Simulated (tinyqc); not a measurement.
Subthreshold parameters from three currents.

Problem. Far below threshold and for Vds well above Vt the virtual-source current tends to I = Cinv n Vt vx0 exp((Vgs - VT0 + dl Vds + al Vt)/(n Vt)) per width, with constant n; the three currents follow this limit. Find n, dl and VT0.

Parameters, values chosen for the exercise:
- T = 250 K (temperature)
- Cinv = 1.82 uF/cm^2 (inversion capacitance)
- vx0 = 3.04e7 cm/s (velocity at the virtual source)
- al = 3.5 (threshold shift (in units of Vt) from weak to strong inversion)

Constants: q = 1.602176634e-19 C, kB = 1.380649e-23 J/K, Vt = kB T/q. Results are converted to the units shown.

I at (Vgs, Vds) = (-0.2, 0.3), (-0.11, 0.3) and (-0.2, 0.8) V (nA/um): [0.0098876328, 0.42620151, 0.070579144]

Answer. The first two currents differ in Vgs alone and give n; the first and third differ in Vds alone and give dl; the size of the first then gives VT0.

n = 1.11
dl = 0.0940 V/V
VT0 = 0.296 V

Computed by the program tinyqc: `OMP_NUM_THREADS=1 python tinyqc.py 2380045 2380046 out.jsonl`, one thread of a shared Intel Xeon 2.30GHz, about 0.01 s for the whole run.
